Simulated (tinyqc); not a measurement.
One-electron ion in a basis of Gaussians, step by step. Computed by tinyqc, a small Python program that keeps every step. Settings: Z = 6, l = 2. Command: `OMP_NUM_THREADS=1 python tinyqc.py 31027 31028 out.jsonl` (the two numbers bound the seeds that draw the settings). One thread of a shared host (Intel(R) Xeon(R) Processor @ 2.60GHz), about 0.01 s of CPU time with the checks.

## Matrices over normalised Gaussians

exponents of r^l exp(-a r^2) (1/bohr^2): 0.16790  0.54620  1.77700  5.77900  18.80000  61.13000

Z = 6

l = 2

With p = a_i + a_j and I(k) = Gamma((k+1)/2) / (2 p^((k+1)/2)): S = I(2l+2), T = (2l+3) a_i a_j S / p, V = -Z I(2l+1), each divided by sqrt(S_ii S_jj).

S:
```
         1        2        3        4        5        6
1  1.00000  0.56189  0.13282  0.02093  0.00285  0.00037
2  0.56189  1.00000  0.56185  0.13288  0.02092  0.00285
3  0.13282  0.56185  1.00000  0.56205  0.13289  0.02094
4  0.02093  0.13288  0.56205  1.00000  0.56189  0.13292
5  0.00285  0.02092  0.13289  0.56189  1.00000  0.56214
6  0.00037  0.00285  0.02094  0.13292  0.56214  1.00000
```

T (hartree):
```
         1        2        3         4         5          6
1  0.58765  0.50512  0.14262   0.02390   0.00331    0.00043
2  0.50512  1.91170  1.64313   0.46417   0.07775    0.01079
3  0.14262  1.64313  6.21950   5.34718   1.51028    0.25316
4  0.02390  0.46417  5.34718  20.22650  17.38574    4.91266
5  0.00331  0.07775  1.51028  17.38574  65.80000   56.57734
6  0.00043  0.01079  0.25316   4.91266  56.57734  213.95500
```

V (hartree):
```
          1         2         3          4          5          6
1  -2.09240  -1.71450  -0.66882   -0.18425   -0.04475   -0.01044
2  -1.71450  -3.77395  -3.09221   -1.20669   -0.33233   -0.08075
3  -0.66882  -3.09221  -6.80713   -5.57865   -2.17667   -0.59981
4  -0.18425  -1.20669  -5.57865  -12.27570  -10.05856   -3.92594
5  -0.04475  -0.33233  -2.17667  -10.05856  -22.14109  -18.14688
6  -0.01044  -0.08075  -0.59981   -3.92594  -18.14688  -39.92521
```

## Generalised eigenproblem

H = T + V (hartree):
```
          1         2         3         4         5          6
1  -1.50475  -1.20938  -0.52620  -0.16036  -0.04143   -0.01001
2  -1.20938  -1.86225  -1.44908  -0.74251  -0.25458   -0.06996
3  -0.52620  -1.44908  -0.58763  -0.23148  -0.66639   -0.34665
4  -0.16036  -0.74251  -0.23148   7.95080   7.32718    0.98672
5  -0.04143  -0.25458  -0.66639   7.32718  43.65891   38.43046
6  -0.01001  -0.06996  -0.34665   0.98672  38.43046  174.02979
```

Solve H C = S C e through S^(-1/2); each column has its largest component positive (the first on a tie).

eigenvalues of S: 0.14964  0.30011  0.59683  1.06981  1.67018  2.21344

eigenvalues (hartree): -1.99575  -1.09685  1.08968  12.55488  57.58932  223.68419

coefficients:
```
         1         2         3         4         5         6
1  0.24117   1.12716   0.49813  -0.14899   0.05483  -0.02174
2  0.72151  -0.64313  -1.15777   0.44818  -0.16668   0.06575
3  0.20206  -0.20029   1.21735  -0.98691   0.40543  -0.15878
4  0.01770  -0.01500  -0.00466   1.33207  -0.90208   0.37165
5  0.00201  -0.00203   0.01860  -0.10059   1.34479  -0.83066
6  0.00005   0.00000  -0.00190   0.02173  -0.11653   1.26063
```

For Z = 6 and l = 2 the exact lowest level is -Z^2/(2 n^2) with n = l + 1: -2.000000 hartree.
